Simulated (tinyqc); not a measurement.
## Threshold-voltage variability of a planar MOSFET, analytic estimates: a gate of 2 grains

Three independent sources add in quadrature: random dopants in the depleted layer, metal-gate grains of two orientations, and roughness of the two gate edges acting through the roll-off VT = VT(long) - Vr exp(-L/l). These are first-order estimates: no three-dimensional electrostatics, no percolation.

Each of 2 equal grains has the higher work function with probability p; the threshold shift is dW (j/2 - p) for j such grains, and the off current changes by exp(-shift/(n Vt)).

Values chosen for this exercise; material values close to those of germanium: temperature T = 300 K; work-function difference of the two grain orientations dW = 0.15 eV; share of the orientation of higher work function p = 0.6; subthreshold factor n = 1.49.

Constants: q = 1.602176634e-19 C, kB = 1.380649e-23 J/K, Vt = kB T/q. Results are converted to the units shown.

Distribution:

| j | probability | shift (mV) | Ioff factor | probability x factor |
|---|---|---|---|---|
| 0 | 0.1600 | -90.00 | 10.34 | 1.655 |
| 1 | 0.4800 | -15.00 | 1.476 | 0.7085 |
| 2 | 0.3600 | 60.00 | 0.2106 | 0.07583 |

What do the numbers show?

The standard deviation is dW sqrt(p (1 - p)/2) = 52.0 mV. The mean off current is 2.44 times the nominal one; the log-normal formula exp(s^2/(2 (n Vt)^2)) gives 2.48. Devices with j = 0, 16 % of all, carry 68 % of the mean leakage.

Program tinyqc, `OMP_NUM_THREADS=1 python tinyqc.py 2090110 2090111 out.jsonl`; Intel Xeon 2.30GHz, shared host, one thread, about 0.01 s.
